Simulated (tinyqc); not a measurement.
## Intrinsic and extrinsic failures together

All devices wear out with slope 2.7 and scale t63; the share 0.02 also has a flaw with slope 0.3 and scale 0.03 t63: 1 - F = exp(-(t/t63)^2.7) [1 - 0.02 + 0.02 exp(-(t/(0.03 t63))^0.3)]. W = ln(-ln(1 - F)); the local slope is dW/d ln t.

Parameters, values chosen for the exercise: characteristic time of a test capacitor t63 = 300 s.

Intrinsic and extrinsic failures together:
```
t (s),F,W,local slope,F of wear-out alone
0.0038,0.001852,-6.290,0.2859,5.987e-14
0.017,0.002826,-5.867,0.2781,3.420e-12
0.076,0.004248,-5.459,0.2662,1.950e-10
0.34,0.006244,-5.073,0.2481,1.114e-8
1.5,0.008849,-4.723,0.2220,6.127e-7
6.6,0.01199,-4.418,0.1919,3.346e-5
29,0.01696,-4.068,0.4096,0.001819
130,0.1154,-2.099,2.315,0.09929
580,0.9974,1.783,2.691,0.9973
```

What does the table show?

The local slope goes from 0.286 through a minimum of 0.192 (at t = 6.6 s among the rows listed) to 2.69. At early times the flawed share sets F, 3.09e10 times the wear-out value in the first row, so a line fitted to the steep upper part says nothing about low percentiles.

Numbers from tinyqc (`OMP_NUM_THREADS=1 python tinyqc.py 2070106 2070107 out.jsonl`; about 0.01 s on one thread of a shared Intel Xeon 2.30GHz).
